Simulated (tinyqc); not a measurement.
Temperature and isotope dependence of a band gap in oscillator models: one step. Isotope effect.

E(T) = E0 - sum_i sl_i th_i n_i(T), n = 1/(exp(th/T) - 1). The same coupling lowers the gap at 0 K by the zero-point term ZP = sum_i sl_i th_i/2, so the gap of the static lattice is E0 + ZP. Thermal expansion is taken as part of the slopes.

Values chosen for the exercise (near those of GaAs; not measured data):
```
symbol  value             unit   meaning
E0      1.516             eV     gap at 0 K
th      (117, 299)        K      temperatures of two oscillators
sl      (0.2055, 0.2615)  meV/K  their high-temperature slopes
T       300               K      temperature
M       72.31             u      mean atomic mass
dM      -2.85             u      change of the mean mass (not bounded by the natural isotopes)
```

Question. With M -> M + dM the oscillator temperatures scale as M^(-1/2) and the slopes stay. Give th, ZP, E0 (static gap fixed) and E(T) for the new mass, and the linear rule dE0 = ZP dM/(2 M).

Give: th; ZP; shift of E0; linear rule; shift of E(T).

Answer.

th (K): 119.38  305.07

ZP = 52.154 meV
shift of E0 = -1.038 meV
linear rule = -1.007 meV
shift of E(T) = -0.290 meV

The lighter crystal has the narrower gap. At 300 K 28 % of the shift at 0 K is left; it fades at high T, where the motion is classical and the mean-square amplitude no longer depends on mass.

(tinyqc, `OMP_NUM_THREADS=1 python tinyqc.py 1850767 1850768 out.jsonl`, Intel(R) Xeon(R) Processor @ 2.30GHz, 1 thread, shared host, about 0.01 s.)
